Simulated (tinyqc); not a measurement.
Pinning of the barrier by interface states.

Cowley-Sze model with the space charge neglected: phiB = S (phiM - chi) + (1 - S)(Eg - phi0), S = 1/(1 + q Dit dl/(eps0 ei)), dl in cm.

Inputs (values chosen for the exercise); band and dielectric values close to those of gallium nitride:
```
symbol  value  unit                                         meaning
Eg       3.42    eV                                        band gap
chi      4.06    eV                               electron affinity
dl        0.3    nm              thickness of the interfacial layer
ei        3.9        relative permittivity of the interfacial layer
phi0     1.05    eV            neutral level above the valence band
phiM     4.39    eV                             metal work function
```

Constants: q = 1.602176634e-19 C, eps0 = 8.8541878128e-14 F/cm where lengths are in cm. Results are converted to the units shown.

Pinning of the barrier by interface states:

| Dit (cm^-2 eV^-1) | S | phiB (eV) | change of phiB for 0.5 eV more work function (eV) |
|---|---|---|---|
| 1e11 | 0.9986 | 0.3328 | 0.4993 |
| 3e11 | 0.9958 | 0.3385 | 0.4979 |
| 1e12 | 0.9863 | 0.3580 | 0.4931 |
| 3e12 | 0.9599 | 0.4118 | 0.4800 |
| 1e13 | 0.8778 | 0.5793 | 0.4389 |
| 3e13 | 0.7054 | 0.9309 | 0.3527 |
| 1e14 | 0.4181 | 1.517 | 0.2090 |
| 3e14 | 0.1932 | 1.976 | 0.09660 |
| 1e15 | 0.06703 | 2.233 | 0.03351 |

What does the table show?

S falls from 0.999 to 0.0670, passing 1/2 at Dit = eps0 ei/(q dl) = 7.18e13 cm^-2 eV^-1. The barrier rises from 0.333 to 2.23 eV, from near the Schottky-Mott value phiM - chi = 0.330 eV towards the pinned value Eg - phi0 = 2.37 eV.

tinyqc, about 0.04 s, one thread, Intel Xeon 2.30GHz (shared host): `OMP_NUM_THREADS=1 python tinyqc.py 2020064 2020065 out.jsonl`
